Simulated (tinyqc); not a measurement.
From results back to parameters: donor level screened by free carriers (Yukawa potential). Two cases, with inputs chosen for the exercise.

Problem. With Debye screening alone, ks^2 = 4 pi q n/(eps kB T), 1e18/cm^3 = 1e-6/angstrom^3. The converged binding was computed from a hidden density.

Potential -(q/(eps r)) exp(-ks r), q = e^2/(4 pi eps0). In units Ry* = Ry m/eps^2 and a* = a0 eps/m the problem is [-Laplacian - 2 exp(-x r)/r] psi = E psi with x = ks a*.

Converged values use 18 functions exp(-z r), z = 1.55^i, i = -11 to 6: S = 2/A^3, H = z_i z_j S - 2/(A + x)^2, A = z_i + z_j.

Constants: e^2/(4 pi eps0) = 14.39964547 eV angstrom; kB = 8.617333262e-05 eV/K.

Case 1.

Values chosen (out of a larger set: near those of a donor in Si, with one mean mass; not measured data): eps = 12 (dielectric constant); T = 300 K (temperature).

Ry* = 30.424 meV
a* = 19.72 angstrom
binding = 20.8892 meV

Case 2.

Values chosen (out of a larger set: near those of a donor in 4H SiC, with one mean mass; not measured data): eps = 9.9 (dielectric constant); T = 300 K (temperature).

Ry* = 55.389 meV
a* = 13.13 angstrom
binding = 39.9427 meV

Find: x; n.

Solution. The binding in Ry* falls steadily with x, so bisection gives x; then n = (x/a*)^2 eps kB T/(4 pi q).

Case 1.

x = 0.178
n = 0.14 x 1e18/cm^3

Case 2.

x = 0.156
n = 0.20 x 1e18/cm^3

Computed by tinyqc, one run a case: `OMP_NUM_THREADS=1 python tinyqc.py N N+1 out.jsonl` with N = 1250051, 1250075; one thread of a shared Intel(R) Xeon(R) Processor @ 2.30GHz, about 0.02 s a run at most.
